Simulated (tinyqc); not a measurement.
Scattering of inversion-layer electrons by surface optical phonons of the gate insulator (remote phonon scattering). Changing the temperature T. Computed by tinyqc, a small Python program. Command: `OMP_NUM_THREADS=1 python tinyqc.py 3112391 3112392 out.jsonl sophonon sweep`. One thread of a shared host (Intel(R) Xeon(R) Processor @ 2.30GHz), about 0.03 s of CPU time with the checks.

One subband with the Fang-Howard envelope; insulator and channel are half-spaces, the gate is far away, and an interlayer only moves the polar surface away by t (its own modes and its permittivity contrast are left out).

Inputs (values chosen for the exercise, modelled on SiO2 on germanium):

| quantity | value | unit |
|---|---|---|
| static constant of the insulator eps_0s | 3.89 | - |
| intermediate constant eps_i | 3.01 | - |
| optical constant eps_inf | 2.47 | - |
| hbar omega_TO1 | 56.7 | meV |
| hbar omega_TO2 | 139 | meV |
| constant of the channel eps_s | 16.2 | - |
| in-plane mass m | 0.123 | m_0 |
| valleys g_v | 4 | - |
| sheet density n | 7.5e+12 | 1/cm^2 |
| mean distance of the electrons z0 = 3/b | 2.4 | nm |
| interlayer thickness t | 0.82 | nm |
| mobility from other processes | 460 | cm^2/(V s) |

Screening by the channel electrons: static.

Constants: k_B = 8.617333262e-05 eV/K; hbar^2/(2 m_0) = 3.80998212 eV angstrom^2; e^2/(4 pi eps_0) = 14.39964548 eV angstrom; hbar = 6.582119569e-16 eV s; e = 1.602176634e-19 C; m_0 = 9.1093837015e-31 kg.

Method:
- eps(w) = eps_inf + (eps_0s - eps_i) w1^2/(w1^2 - w^2) + (eps_i - eps_inf) w2^2/(w2^2 - w^2). Surface modes solve eps(w) + eps_s = 0, a quadratic in w^2; the strength of a mode is g = 2/(w d eps/dw).
- Occupation N = 1/(exp(hbar w/(k_B T)) - 1).
- Density of states D = g_v m/(pi hbar^2); eta = E_F/(k_B T) = ln(exp(n/(D k_B T)) - 1); screening wave number q_s = e^2 D/(2 eps_0 eps_avg) x 1/(1 + exp(-eta)), eps_avg = (eps_s + eps_inf)/2; b = 3/z0.
- For a mode of strength g, without the occupation factor, Area x |M(q)|^2 = e^2 hbar w g/(2 eps_0 q) x (b/(b + q))^6 exp(-2 q t) / (1 + (q_s/q) H(q))^2, H = (1 + 9 x/8 + 3 x^2/8)/(1 + x)^3, x = q/b.
- Approximate momentum relaxation rate, taking tau v alike in the initial and final states: 1/tau = (m/(2 pi hbar^3)) sum over modes and over absorption (N, E' = E + hbar w) and emission (N + 1, E' = E - hbar w > 0) of [(1 - f(E'))/(1 - f(E))] int_0^(2 pi) Area |M(q)|^2 (1 - cos theta) d theta, q^2 = k^2 + k'^2 - 2 k k' cos theta, f the Fermi function; 48 midpoints in theta from 0 to pi.
- mu = (e/m) int tau E f (1 - f) dE/(k_B T int f dE), by 300 midpoints from 0 to (max(eta, 0) + 14) k_B T; Matthiessen sum with the other processes.

One run for each value:

| temperature T (K) | remote-phonon mobility (cm^2/(V s)) | total mobility (cm^2/(V s)) | eta |
|---|---|---|---|
| 120 | 1.284e+08 | 460.0 | 3.499 |
| 165 | 2.189e+07 | 460.0 | 2.487 |
| 210 | 7.581e+06 | 460.0 | 1.874 |
| 255 | 3.545e+06 | 459.9 | 1.450 |
| 300 | 2.078e+06 | 459.9 | 1.132 |
| 345 | 1.419e+06 | 459.9 | 0.881 |
| 390 | 1.057e+06 | 459.8 | 0.674 |
| 435 | 8.483e+05 | 459.8 | 0.499 |
| 480 | 6.996e+05 | 459.7 | 0.348 |

Over the rows, remote-phonon mobility (cm^2/(V s)) falls from 1.28e8 to 700000 (exponent d ln y / d ln x -5.6 between the first rows and -2.0 between the last); total mobility (cm^2/(V s)) falls from 460.00 to 459.70; eta falls from 3.50 to 0.348 (exponent d ln y / d ln x -1.1 between the first rows and -3.7 between the last).

Caution (all rows): a relaxation time is only an approximation for inelastic scattering, and static or no screening brackets the true dynamic screening only roughly.
